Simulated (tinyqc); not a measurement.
Cooling rate: nucleation and growth of vacancy voids in a cooling silicon-like crystal. Computed by tinyqc, a small Python program. Command: `OMP_NUM_THREADS=1 python tinyqc.py 3017108 3017109 out.jsonl voids walk`. One thread of a shared host (Intel(R) Xeon(R) Processor @ 2.30GHz), about 0.8 s of CPU time with the checks.

Spherical voids; vacancies are lost only to voids.

Inputs (values chosen for the exercise, for a model crystal):

| quantity | value | unit |
|---|---|---|
| vacancy density at the melting point C_m | 4.1e+14 | 1/cm^3 |
| formation energy E_f | 4.27 | eV |
| melting point T_m | 1685 | K |
| diffusion prefactor D0 | 0.0015 | cm^2/s |
| migration energy E_m | 0.48 | eV |
| site density rho | 5e+22 | 1/cm^3 |
| void surface energy gamma | 0.884 | J/m^2 |
| cooling rate q | 0.55 | K/min |
| ratio (V/G)/xi_c | 2.49 | - |
| limit of the excess at high V/G | 1.5e+14 | 1/cm^3 |
| temperature step | 0.125 | K |

Vacancy supply: from V/G.

Constants: k_B = 8.617333262e-05 eV/K; k_B = 1.380649e-23 J/K.

Method:
- C = C_x (u - 1)/(u + 0.2) with u = (V/G)/xi_c, a form chosen for the exercise.
- C_e = C_m exp[-(E_f/k_B)(1/T - 1/T_m)]; D = D0 exp(-E_m/(k_B T)); f = k_B T ln(C/C_e); r* = 2 gamma/(rho f); W* = 16 pi gamma^3/(3 rho^2 f^2); Z = f/sqrt(12 pi W* k_B T); I = rho Z (4 pi r* D C) exp(-W*/(k_B T)).
- March down from 1500 K in steps dT, dt = dT/q, with values at the upper end of each step: a class of I dt voids is born with r*; then all classes grow by r^2 += 2 D (C - C_e) dt/rho; C falls by the vacancies added to voids. Stop at 1150 K. T_n is the T of the largest I, N the final count (classes under 1e-6 /cm^3 are dropped), and the mean radius the number average.

initial excess C = 8.30855e+13 1/cm^3

At fixed C:

| q (K/min) | T_n (K) | N (1/cm^3) | mean radius (nm) |
|---|---|---|---|
| 0.055 | 1447.500 | 6.6770e+03 | 388.29 |
| 0.140 | 1444.250 | 2.6527e+04 | 245.06 |
| 0.280 | 1441.625 | 7.3802e+04 | 174.18 |
| 0.550 | 1439.000 | 1.9991e+05 | 124.91 |
| 1.100 | 1436.125 | 5.5598e+05 | 88.79 |
| 2.200 | 1433.125 | 1.5460e+06 | 63.11 |
| 5.500 | 1429.000 | 5.9726e+06 | 40.19 |

What follows from these numbers?

Over the rows N goes as q^1.48 and the radius as q^-0.49, near the 3/2 and -1/2 of the scaling argument (depletion time 1/(4 pi N r D) equal to the time in the nucleation range, at fixed N r^3). T_n drops only 18 K for a factor 100 in q. Fast cooling gives many small voids, which an anneal can dissolve.

Extremes, crossings and ranges named in words are read from the listed rows.
